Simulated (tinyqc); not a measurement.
# Undoped gate-all-around wire MOSFET, analytic charge model: several studies

An undoped round wire of radius R under an insulator shell and a surrounding gate; long channel, electrons only, n = ni exp((psi - V)/Vt) with V the quasi-Fermi potential (0 at the source, Vd at the drain), constant mobility, no quantisation. The radial Poisson equation gives n(r) = n(0)/(1 - (1 - b) r^2/R^2)^2 with b = Q0/(Q + Q0). Q is the electron charge per area of the wire surface.

Values chosen for this exercise; material values those of a made-up semiconductor:

| symbol | value | unit | meaning |
|---|---|---|---|
| T | 400 | K | temperature |
| Eg | 0.797 | eV | band gap |
| eps_r | 17.2 |  | relative permittivity of the semiconductor |
| Nc | 4.06e17 | cm^-3 | conduction-band density of states at T |
| Nv | 1.35e19 | cm^-3 | valence-band density of states at T |
| eox | 9.44 |  | relative permittivity of the gate insulator |
| tox | 5 | nm | insulator thickness |
| R | 4 | nm | wire radius |
| dphi | -0.14 | V | gate work function less that of the intrinsic body |
| mu | 490 | cm^2/(V s) | channel mobility |
| L | 2 | um | gate length |
| Vd | 0.05 | V | drain voltage |

Constants: q = 1.602176634e-19 C, kB = 1.380649e-23 J/K, Vt = kB T/q, eps0 = 8.8541878128e-14 F/cm where lengths are in cm. Results are converted to the units shown.

Each table varies one quantity; the others keep the values above.

## Effect of the wire radius

ni = sqrt(Nc Nv) exp(-Eg/(2 Vt)), Eg in volts; Cox = eps0 eox/(R ln(1 + tox/R)); Q0 = 4 eps0 eps_r Vt/R; V0 = dphi + Vt ln[8 eps0 eps_r Vt/(q ni R^2)]. Q solves Vg - V0 - V = Q/Cox + Vt ln(Q/Q0) + Vt ln(1 + Q/Q0). I = mu (2 pi R/L)[2 Vt (Qs - Qd) + (Qs^2 - Qd^2)/(2 Cox) + Vt Q0 ln((Qd + Q0)/(Qs + Q0))], with Qs at V = 0 and Qd at V = Vd.  I(low) is taken at Vg = 0.08 V, Qs and I(high) at Vg = 0.83 V.

Result of one run:

| R (nm) | V0 (V) | I(low) (nA) | Qs(high) (nC/cm^2) | I(high) (uA) |
|---|---|---|---|---|
| 2.6 | 0.3553 | 0.02897 | 1277 | 0.2424 |

What becomes of these results when the wire radius R is changed from 2.6 to 10 nm, all else the same?

Result of the changed run:

| R (nm) | V0 (V) | I(low) (nA) | Qs(high) (nC/cm^2) | I(high) (uA) |
|---|---|---|---|---|
| 10 | 0.2624 | 0.4242 | 942.4 | 0.6906 |

The whole series:

| R (nm) | V0 (V) | I(low) (nA) | Qs(high) (nC/cm^2) | I(high) (uA) |
|---|---|---|---|---|
| 1.3 | 0.4030 | 0.007252 | 1639 | 0.1550 |
| 1.9 | 0.3769 | 0.01548 | 1419 | 0.1965 |
| 2.6 | 0.3553 | 0.02897 | 1277 | 0.2424 |
| 3.7 | 0.3309 | 0.05861 | 1153 | 0.3118 |
| 5.1 | 0.3088 | 0.1112 | 1066 | 0.3977 |
| 7.1 | 0.2860 | 0.2148 | 996.6 | 0.5181 |
| 10 | 0.2624 | 0.4242 | 942.4 | 0.6906 |

As R goes from 1.3 to 10 nm, I(low) rises from 0.00725 to 0.424 nA and I(high) rises from 0.155 to 0.691 uA. On average I(low) goes as R^(1.99) and I(high) goes as R^(0.73). Below threshold the charge is proportional to the cross-section of the body; above it the insulator sets the charge. In every row the surface density at the source at the higher gate voltage passes 0.3 Nc, where Boltzmann statistics fail. For R = 1.3 to 5.1 nm the body is thin enough for quantum confinement, left out here, to raise the threshold.

## Output curve

Same model as above.

I = mu (2 pi R/L)[2 Vt (Qs - Qd) + (Qs^2 - Qd^2)/(2 Cox) + Vt Q0 ln((Qd + Q0)/(Qs + Q0))], with Qs at V = 0 and Qd at V = Vd.

In this table Vg = 0.63 V.

Output curve:

| Vd (V) | Qd (nC/cm^2) | Qd/Qs | I (uA) |
|---|---|---|---|
| 0.06 | 559.7 | 0.8154 | 0.2301 |
| 0.11 | 457.6 | 0.6666 | 0.3866 |
| 0.17 | 340.5 | 0.4960 | 0.5338 |
| 0.22 | 249.2 | 0.3631 | 0.6244 |
| 0.28 | 151.1 | 0.2202 | 0.6979 |
| 0.33 | 83.87 | 0.1222 | 0.7336 |
| 0.38 | 36.39 | 0.05302 | 0.7515 |
| 0.44 | 9.121 | 0.01329 | 0.7590 |
| 0.49 | 2.338 | 0.003406 | 0.7606 |

What does the table show?

The current rises from 0.230 to 0.761 uA, while the charge at the drain end falls from 0.82 to 0.0034 of that at the source. The current first comes within 1 % of its last value at Vd = 0.44 V among the rows. In every row the surface density at the source passes 0.3 Nc, where Boltzmann statistics fail. In every row the body is thin enough for quantum confinement, left out here, to raise the threshold.

## Effect of the gate work function less that of the intrinsic body

Same model as above.

Effect of the gate work function less that of the intrinsic body:

| dphi (V) | V0 (V) | I(low) (nA) | Qs(high) (nC/cm^2) | I(high) (uA) |
|---|---|---|---|---|
| -0.29 | 0.17556 | 4.3270 | 1475.7 | 0.43642 |
| -0.24 | 0.22556 | 1.1793 | 1359.5 | 0.40077 |
| -0.19 | 0.27556 | 0.28887 | 1244.1 | 0.36540 |
| -0.14 | 0.32556 | 0.068470 | 1129.8 | 0.33038 |
| -0.09 | 0.37556 | 0.016094 | 1016.6 | 0.29574 |
| -0.04 | 0.42556 | 0.0037754 | 904.80 | 0.26156 |
| 0.01 | 0.47556 | 8.8522e-4 | 794.62 | 0.22793 |

Read the table: what changes, and by how much?

As dphi goes from -0.29 to 0.01 V, I(low) falls from 4.33 to 8.85e-4 nA and I(high) falls from 0.436 to 0.228 uA. V0 rises from 0.176 to 0.476 V. In every row the surface density at the source at the higher gate voltage passes 0.3 Nc, where Boltzmann statistics fail. In every row the body is thin enough for quantum confinement, left out here, to raise the threshold.

Program tinyqc, `OMP_NUM_THREADS=1 python tinyqc.py 2460171 2460172 out.jsonl`; Intel Xeon 2.30GHz, shared host, one thread, about 0.03 s.
